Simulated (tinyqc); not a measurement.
Density of states of one tight-binding band on the triangular lattice: one step. Energies on the mesh.

E(k) = -2 t (cos 2 pi k1 + cos 2 pi k2 + cos 2 pi (k1 + k2)); k in fractions of the reciprocal vectors, mesh k_i = j/N with j = 0 .. N-1. Densities are per cell and per spin, so the band holds one state.

Parameters, chosen for this exercise: t = 0.6 eV (nearest hopping); N = 8 (mesh points along each axis).

Task: Evaluate the band at all 64 points and collect equal values.

Give: Distinct energies.

Result:

Distinct energies:
```
E_k (eV)  points
-3.6000        1
-2.8971        6
-1.6971        6
-1.2000        6
0.0000        12
0.4971         6
1.2000        21
1.6971         6
```

The 64 points give 8 distinct energies between -3.6000 and 1.6971 eV; a dense mesh gives a band from -3.600 to 1.800 eV.

tinyqc: `OMP_NUM_THREADS=1 python tinyqc.py 1682026 1682027 out.jsonl`; about 0.09 s, one thread, shared Intel(R) Xeon(R) Processor @ 2.30GHz.
